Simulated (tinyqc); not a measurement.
# Van der Pauw, Hall and four-point-probe measurements on a doped layer, step by step

tinyqc, about 0.01 s, one thread, Intel Xeon 2.30GHz (shared host): `OMP_NUM_THREADS=1 python tinyqc.py 2850144 2850145 out.jsonl` Printed values are rounded.

A uniform n-type layer with sheet resistance Rs = 1/(q ns mu), point contacts, low field (mu B small).

Parameters, values chosen for the exercise: sheet density of the layer ns = 5.2e14 cm^-2; drift mobility mu = 50 cm^2/(V s); Hall factor rH = 0.8; magnetic field B = 2 T; current I = 50 uA; side ratio a/b of a rectangular sample with corner contacts ar = 1.32; thickness of the layer t = 13 nm.

Constants: q = 1.602176634e-19 C. Results are converted to the units shown.

## Resistances and Hall voltage

Rs = 1/(q ns mu). For a rectangle with contacts at the corners, RA = (8 Rs/pi) sum_(k>=0) ln coth((2k + 1) pi a/(2 b)) with current along a short side b and voltage along the opposite one, RB the same with a and b exchanged; Hall voltage VH = rH B I/(q ns), negative for electrons.

Rs = 240.058 ohm/square
RA = 19.3399 ohm
RB = 114.456 ohm
VH = -0.0960232 mV

RB/RA = 5.92; for a square both equal Rs ln 2/pi = 53.0 ohm.

## Starting value

z = 2 ln 2/(pi (RA + RB)), exact for RA = RB.

z at the start = 3.29810 mS

## Iteration 1: new z

The van der Pauw equation exp(-pi RA z) + exp(-pi RB z) = 1 is solved for z = 1/Rs: e1 = exp(-pi RA z), e2 = exp(-pi RB z), f = e1 + e2 - 1, f' = -pi (RA e1 + RB e2), z(new) = z - f/f'.

e1 = 0.818415
e2 = 0.305469
f = 0.123883
f' = -0.159564 kohm
z after iteration 1 = 4.07448 mS

## Iteration 2: new z

As before.

e1 = 0.780705
e2 = 0.231060
f = 0.0117653
f' = -0.130517 kohm
z after iteration 2 = 4.16463 mS

## Course of the iteration

Stop when the step is below 1e-10 mS, or after 40 iterations.

Course of the iteration:
```
iteration,z before the step (mS),step (mS)
1,3.29810,0.776
2,4.07448,0.0901
3,4.16463,1.03e-3
4,4.16566,1.33e-7
5,4.16566,< 1e-13
```

Converged in 5 iterations.

## Sheet density, mobility and bulk values

converged z = 4.16566 mS

Rs = 1/z; Hall sheet density B I/(q |VH|); Hall mobility |VH|/(Rs B I); true values ns = rH times the Hall density, mu = Hall mobility/rH; bulk density ns/t, resistivity Rs t; correction factor F = Rs/[(pi/ln 2)(RA + RB)/2].

Rs = 240.058 ohm/square
Hall sheet density = 6.5e14 cm^-2
Hall mobility = 40 cm^2/(V s)
ns = 5.2e14 cm^-2
mu = 50 cm^2/(V s)
bulk density = 4e20 cm^-3
resistivity = 3.12075e-4 ohm cm
F = 0.791734

Taking the mean of RA and RB without F would overstate Rs by 26 %.
